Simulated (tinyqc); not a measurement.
# Classical Heisenberg spin chain: exact results, Metropolis, heat-bath and over-relaxation steps, and a Monte Carlo run, step by step

A worked calculation. Computed by tinyqc, a small Python program that keeps every step. Command: `OMP_NUM_THREADS=1 python tinyqc.py 3130259 3130260 out.jsonl heismc walk`. One thread of a shared host (Intel(R) Xeon(R) Processor @ 2.30GHz), about 0.4 s of CPU time with the checks. Intermediate numbers are printed to about 5 digits and carried at full precision; extremes and crossings named in words are read from the listed rows.

E = -J sum_i s_i . s_(i+1) for unit vectors s_i on an open chain; K = J/(k_B T).

Inputs (values chosen for the exercise, for a model chain of large moments):

| quantity | value | unit |
|---|---|---|
| coupling J | 32 | meV |
| temperature T | 171 | K |
| moment mu | 3 | mu_B |
| length N of the open chain | 16 | - |
| seed | 830891 | - |

Update: Metropolis.

Constants: k_B = 8.617333262e-05 eV/K; mu_B = 5.7883818060e-05 eV/T.

## Exact results

Each bond angle is independent, so u = <s_i . s_(i+1)> = coth K - 1/K, <s_i . s_(i+n)> = u^n, correlation length xi = -1/ln|u|, energy per bond -J u, heat capacity per bond c/k_B = 1 - K^2/sinh^2 K, and for the long chain chi = mu^2 (1 + u)/(3 k_B T (1 - u)) per spin.

K = 2.1716

u = 0.56584

xi = 1.7561 sites

energy per bond = -18.107 meV

heat capacity = 0.74838 k_B/bond

chi over the Curie value = 3.6066

chi = 0.042502 mu_B/T per spin

## Finite chain

For N spins, <|sum s|^2>/N = (1 + u)/(1 - u) - 2 u (1 - u^N)/(N (1 - u)^2); the long chain has (1 + u)/(1 - u), chi over the Curie value, and the difference is relative to it.

<|sum s|^2>/N = 3.2314

difference from the long chain = -10.403 %

## Four single-spin steps

four neighbouring spins (rows; components x, y, z):
```
         1        2        3
1   0.3525   0.8742   0.3341
2   0.3321  -0.8536  -0.4013
3   0.5231   0.7762  -0.3520
4  -0.0128   0.8822   0.4706
```

random numbers, one row a step:
```
        1       2       3
1  0.1488  0.3926  0.7542
2  0.0742  0.2759  0.0270
3  0.1301  0.0000  0.6084
4  0.8865  0.5710  0.3522
```

The given spins are first normalised. Spins 2 and 3 are updated in turn, with h = K (sum of the two neighbours). Trial spin with z = 2 r1 - 1 and azimuth 2 pi r2; it is accepted if r3 < min(1, exp(h . s_trial - h . s_old)).

Steps:

| spin | \|h\| | h . s before | h . s trial | acceptance | accepted | x | y | z |
|---|---|---|---|---|---|---|---|---|
| 2 | 4.0572 | -2.4122 | 0.5643 | 1.0000 | yes | -0.55578 | 0.44469 | -0.7024 |
| 3 | 3.1751 | 1.7679 | 2.0240 | 1.0000 | yes | -0.08493 | 0.51727 | -0.8516 |
| 2 | 3.2758 | 1.8101 | 1.2223 | 0.5555 | no | -0.55578 | 0.44469 | -0.7024 |
| 3 | 3.1751 | 2.0240 | -0.4712 | 0.0825 | no | -0.08493 | 0.51727 | -0.8516 |

## A run and its error bars

From the ordered state (alternating for J < 0), with trial spins uniform on the sphere, 200 sweeps are discarded and 1600 recorded (even and odd sites in turn; random numbers not printed, so these rows are one sample). Errors are the scatter of block means over sqrt(number of blocks).

Blocking:

| block length | mean bond product | error | <\|sum s\|^2>/N | error |
|---|---|---|---|---|
| 1 | 0.56359 | 0.0026310 | 3.3141 | 0.05639 |
| 4 | 0.56359 | 0.0043357 | 3.3141 | 0.10302 |
| 16 | 0.56359 | 0.0056072 | 3.3141 | 0.16443 |
| 40 | 0.56359 | 0.0064565 | 3.3141 | 0.19791 |
| 80 | 0.56359 | 0.0059125 | 3.3141 | 0.17470 |

With blocks of 40 the bond product is 0.3 error bars from the exact u = 0.5658, and <|sum s|^2>/N is 0.4 from the exact 3.231. Blocking to 40 changes the two errors by factors 2.5 and 3.5, because successive sweeps are correlated. 32 % of the trial spins are accepted.

Checks made by the program: c against a difference of the energy (relative difference below 1e-10).
